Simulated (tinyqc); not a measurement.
Phonon polaritons: single-oscillator infrared dielectric function of a polar cubic crystal. Computed by tinyqc, a small Python program. Command: `OMP_NUM_THREADS=1 python tinyqc.py 3025314 3025315 out.jsonl infrared walk`. One thread of a shared host (Intel(R) Xeon(R) Processor @ 2.30GHz), about 0.01 s of CPU time with the checks.

One ion pair, charges +Z* and -Z*, in a cell of volume Omega = a^3/4. Frequencies omega are given as wavenumbers (1/cm); eps_s is the static dielectric constant.

Inputs (values chosen for the exercise, modelled on magnesium oxide): lattice constant a = 4.21 angstrom; mass M_A = 24.305 u; mass M_B = 15.999 u; omega_TO = 405 1/cm; Born charge Z* = 1.96 e; eps_inf = 2.9.

Structure: rock salt. Free carriers: absent.

Constants: nu for 1 eV/(angstrom^2 u) = 15.6333042 THz; 1 THz = 33.35640952 1/cm; e^2/(4 pi eps_0) = 14.39964548 eV angstrom.

Method. mu = M_A M_B/(M_A + M_B); ionic plasma term W^2 = 4 pi Z*^2 (e^2/(4 pi eps_0))/(Omega mu) in eV/(angstrom^2 u), turned into 1/cm by W = 15.6333042 x 33.35640952 x sqrt(W^2); omega_LO^2 = omega_TO^2 + W^2/eps_inf; eps_s = eps_inf + W^2/omega_TO^2; Szigeti charge 3 Z*/(eps_inf + 2); longitudinal (Callen) charge Z*/eps_inf. Transverse waves without damping obey Q^2 = omega^2 eps(omega), Q = wave vector/(2 pi) in 1/cm: eps_inf omega^4 - (eps_inf omega_LO^2 + Q^2) omega^2 + Q^2 omega_TO^2 = 0.

eps_s = 9.30320

omega_LO = 725.391 1/cm

Branches (1/cm):
```
Q      lower branch  upper branch  Q/sqrt(eps_s)  Q/sqrt(eps_inf)
120           39.22         727.8           39.3             70.5
370          117.63         748.0          121.3            217.3
740          215.21         817.7          242.6            434.5
1200         295.03         967.3          393.4            704.7
1900         352.09        1283.4          622.9           1115.7
3100         383.65        1921.7         1016.4           1820.4
6200         399.51        3690.8         2032.7           3640.8
12000        403.53        7072.4         3934.3           7046.6
```

The lower branch starts as light slowed by sqrt(eps_s) (0.997 of that line) and ends at 0.996 omega_TO; the upper starts at 1.003 omega_LO and ends at 1.004 of the light line with eps_inf. No branch lies between omega_TO and omega_LO.
